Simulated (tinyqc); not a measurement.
Random telegraph noise from one oxide trap in a small MOSFET: time constants and noise against gate voltage.

An acceptor-like trap exchanges electrons with the channel. Inversion charge Q = Cox u, u = n Vt W0(exp((Vg - VT)/(n Vt))), W0 the Lambert function, n = nf, Cox = eps0 eox/tox; linear regime Id = (W/L) mu Q Vd. Relative to threshold the surface potential rises by Vt ln(u/u0) and the oxide voltage by the rest of Vg - VT, with u0 = n Vt W0(1).

N = Cox u/q; dpsi = Vt ln(u/u0); E = E0 - dpsi - (xt/tox)(Vg - VT - dpsi); capture time tc = 1/[(N/zi) vth s0 exp(-xt/lt - EB/Vt)]; emission time te = tc exp(-E/Vt); occupancy te/(tc + te). A = W L; threshold step dV = q (1 - xt/tox)/(Cox A); gm/Id = 1/(u + n Vt); relative step dI/I = (gm/Id) dV + asc mu/A. fc = (1/tc + 1/te)/(2 pi); rms = (dI/I) sqrt(tc te)/(tc + te).

Inputs (values chosen for the exercise); values of the order met in silicon transistors:
- T = 350 K (temperature)
- eox = 3.9 (relative permittivity of the gate insulator (close to silicon dioxide))
- tox = 4.2 nm (insulator thickness)
- xt = 2.1 nm (depth of the trap from the channel interface)
- E0 = 0.21 eV (trap level above the channel Fermi level at threshold)
- s0 = 4e-16 cm^2 (capture prefactor)
- EB = 0.16 eV (capture barrier (lattice relaxation))
- lt = 0.19 nm (tunnelling decay length)
- vth = 1.6e7 cm/s (thermal velocity)
- zi = 1.9 nm (thickness of the inversion layer)
- VT = 0.3 V (threshold voltage)
- nf = 1.16 (body factor)
- W = 71 nm (gate width)
- L = 31 nm (gate length)
- mu = 210 cm^2/(V s) (mobility)
- asc = 0 V s (scattering coefficient of the charged trap)
- Vd = 0.05 V (drain voltage)

Constants: q = 1.602176634e-19 C, kB = 1.380649e-23 J/K, Vt = kB T/q, eps0 = 8.8541878128e-14 F/cm where lengths are in cm. Results are converted to the units shown.

Result of one run:

| E (eV) | tc (s) | te (s) | occupancy | dI/I (%) | fc (Hz) | rms dI/I (%) |
|---|---|---|---|---|---|---|
| 0.10317 | 6.2510e-4 | 2.0437e-5 | 0.031659 | 2.9014 | 8042.1 | 0.50801 |

Which gate voltage Vg gave this result: 0.46, 0.58, 0.64, 0.82 or 0.88 V?

Vg = 0.46 V.

The whole series:

| Vg (V) | E (eV) | tc (s) | te (s) | occupancy | dI/I (%) | fc (Hz) | rms dI/I (%) |
|---|---|---|---|---|---|---|---|
| 0.4 | 0.14018 | 9.9521e-4 | 9.5372e-6 | 0.0094921 | 4.0671 | 16848 | 0.39437 |
| 0.46 | 0.10317 | 6.2510e-4 | 2.0437e-5 | 0.031659 | 2.9014 | 8042.1 | 0.50801 |
| 0.52 | 0.068002 | 4.4385e-4 | 4.6563e-5 | 0.094947 | 2.2069 | 3776.6 | 0.64693 |
| 0.58 | 0.033977 | 3.3988e-4 | 1.1017e-4 | 0.24480 | 1.7619 | 1912.9 | 0.75756 |
| 0.64 | 7.0518e-4 | 2.7358e-4 | 2.6726e-4 | 0.49416 | 1.4578 | 1177.3 | 0.72886 |
| 0.7 | -0.032039 | 2.2806e-4 | 6.5976e-4 | 0.74313 | 1.2390 | 939.11 | 0.54132 |
| 0.76 | -0.064397 | 1.9505e-4 | 0.0016498 | 0.89427 | 1.0749 | 912.42 | 0.33053 |
| 0.82 | -0.096459 | 1.7013e-4 | 0.0041660 | 0.96077 | 0.94785 | 973.71 | 0.18403 |
| 0.88 | -0.12829 | 1.5068e-4 | 0.010601 | 0.98599 | 0.84676 | 1071.2 | 0.099539 |

tc falls from 9.95e-4 to 1.51e-4 s as the channel fills and te rises from 9.54e-6 to 0.0106 s; they are equal at Vg = 0.641 V, where E = 0. The rms noise goes from 0.394 through a maximum of 0.758 (at Vg = 0.58 V among the rows listed) to 0.0995 %. The slope -Vt d ln(tc/te)/dVg is 0.617 between the first two rows and 0.531 between the last two; it tends to xt/tox = 0.500 only when the surface potential stops moving.

Range of the model: VT is taken as given; short-channel effects and the uneven flow of current among few electrons are left out.

tinyqc, about 0.01 s, one thread, Intel Xeon 2.30GHz (shared host): `OMP_NUM_THREADS=1 python tinyqc.py 2710163 2710164 out.jsonl`
